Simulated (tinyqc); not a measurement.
Wafer bonding and layer transfer: bond energy, gap closing, particles, bonding of dissimilar wafers and hydrogen blisters: one step, computed by the program tinyqc. Command: `OMP_NUM_THREADS=1 python tinyqc.py 3002835 3002836 out.jsonl bond walk`. One thread of a shared host (Intel(R) Xeon(R) Processor @ 2.30GHz), about 0.01 s of CPU time with the checks.

gamma is the energy per area of each of the two surfaces; plates are isotropic.

Task: Void around a particle. E' = E1/(1 - nu^2), equal wafers assumed. Void radius in the plate regime: R_v = [(2/3) E' t1^3/gamma]^(1/4) h^(1/2). Below h_crit = 5 sqrt(t1 gamma/E') the wafers deform locally and R_v is of the order of h (taken as h).

Inputs (values chosen for the exercise, with wafer 1 close to silicon): Young's modulus E1 = 154 GPa; Poisson ratio nu = 0.21; thickness t1 = 775 micrometre; particle radius h = 0.43 micrometre.

bond energy gamma = 0.1822302 J/m^2

Give: critical particle radius; void radius.

Result:

critical particle radius = 0.14804 micrometre

void radius = 2668.8 micrometre

The void is 6200 times the particle.
